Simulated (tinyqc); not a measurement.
## An infinitely deep well in a field (quantum-confined Stark shift), Airy functions: the Stark shift against field

Hard walls at x = -L/2 and +L/2; between them U(x) = -F x (eV, zero at the centre). C = hbar^2/(2 m0), e = (C F^2/m1)^(1/3), z1 = (F L/2 - E)/e at the left wall and z2 = (-F L/2 - E)/e at the right wall. Levels are the roots of D(E) = Ai(z1) Bi(z2) - Ai(z2) Bi(z1).

Exact shifts E_n(F) - E_n(0) from the roots of D; <x> = -dE_1/dF. E_n(0) = C (n pi/L)^2/m1; second-order shift m1 F^2 L^4 (1 - 15/(pi n)^2)/(48 C pi^2 n^2).

Parameters, values chosen for the exercise:
```
symbol,value,unit,meaning
m1,0.19,m0,mass
L,15.4,nm,well width
```

Constants: q = 1.602176634e-19 C, hbar = 1.054571817e-34 J s, m0 = 9.1093837015e-31 kg, hbar^2/(2 m0) = 0.0380998212 eV nm^2. Results are converted to the units shown.

The Stark shift against field:

| F (V/nm) | F L/E_1(0) | shift of level 1 (meV) | second order, 1 (meV) | shift of level 2 (meV) | second order, 2 (meV) | <x> of level 1 (nm) |
|---|---|---|---|---|---|---|
| 0.00029 | 0.5352 | -0.02587 | -0.02588 | 0.007704 | 0.007718 | 0.1783 |
| 0.00041 | 0.7566 | -0.05168 | -0.05174 | 0.01537 | 0.01543 | 0.2518 |
| 0.0006 | 1.107 | -0.1105 | -0.1108 | 0.03278 | 0.03304 | 0.3676 |
| 0.00086 | 1.587 | -0.2265 | -0.2276 | 0.06680 | 0.06788 | 0.5242 |
| 0.0012 | 2.214 | -0.4390 | -0.4432 | 0.1281 | 0.1322 | 0.7248 |
| 0.0018 | 3.322 | -0.9765 | -0.9972 | 0.2774 | 0.2974 | 1.063 |
| 0.0025 | 4.614 | -1.850 | -1.924 | 0.5028 | 0.5736 | 1.427 |
| 0.0037 | 6.828 | -3.894 | -4.213 | 0.9501 | 1.256 | 1.961 |

What does the table show?

The shift of level 1 falls from -0.0259 to -3.89 meV, as F^(2.00) between the first two rows and F^(1.90) between the last two (second order: power 2). Second order is 0.056 % above it in size in the first row and 8.2 % above it in the last. The shift of level 2 rises from 0.00770 to 0.950 meV.

Computed by the program tinyqc: `OMP_NUM_THREADS=1 python tinyqc.py 2580122 2580123 out.jsonl`, one thread of a shared Intel Xeon 2.30GHz, about 0.03 s for the whole run.
